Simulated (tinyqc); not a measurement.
Holstein polaron on two sites: one step, computed by the program tinyqc. Command: `OMP_NUM_THREADS=1 python tinyqc.py 3011806 3011807 out.jsonl holstein walk`. One thread of a shared host (Intel(R) Xeon(R) Processor @ 2.30GHz), about 0.01 s of CPU time with the checks.

One electron on sites 1 and 2: H = -t (c1+ c2 + c2+ c1) + hbar omega sum_i b_i+ b_i - g hbar omega sum_i n_i (b_i + b_i+). The symmetric phonon shifts the energy by -g^2 hbar omega/2 and drops out; with b = (b_1 - b_2)/sqrt(2) there remains H = -t sigma_x + hbar omega b+ b - (g hbar omega/sqrt(2)) sigma_z (b + b+). Parity splits it into blocks p = +1 and -1 over phonon numbers n. Zero-point energies are left out. Weights Z refer to mode b alone; the displaced symmetric mode multiplies the full zero-phonon weight by exp(-g^2/2).

Question. Energy scales. Polaron binding energy E_p = g^2 hbar omega; ratio E_p/t (the adiabatic potential has two wells when it exceeds 1); adiabaticity hbar omega/t.

Inputs (values chosen for the exercise, for a model dimer): hopping t = 180 meV; phonon energy hbar omega = 98.5 meV; coupling g = 1.33.

Give: E_p; E_p/t; hbar omega/t.

Answer.

E_p = 174.2 meV

E_p/t = 0.9680

hbar omega/t = 0.5472
